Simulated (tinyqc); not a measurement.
## Length offset and series resistance from crossing lines

Question. R_total = Rs + k (L - dL)/Vo with constant Rs, dL and k. Find k, dL and Rs.

R_total at (L, Vo) = (45, 0.34), (90, 0.34), (45, 0.86) and (90, 0.86), L in nm and Vo in V (ohm um): [318.52941, 596.47059, 180.34884, 290.23256]

Answer. At each overdrive R is a straight line in L with slope k/Vo; the two lines cross at L = dL, R = Rs.

k = 2.100 ohm um V/nm
dL = 8.000 nm
Rs = 90.00 ohm um

Program tinyqc, `OMP_NUM_THREADS=1 python tinyqc.py 2282238 2282239 out.jsonl`; Intel Xeon 2.30GHz, shared host, one thread, about 0.06 s.
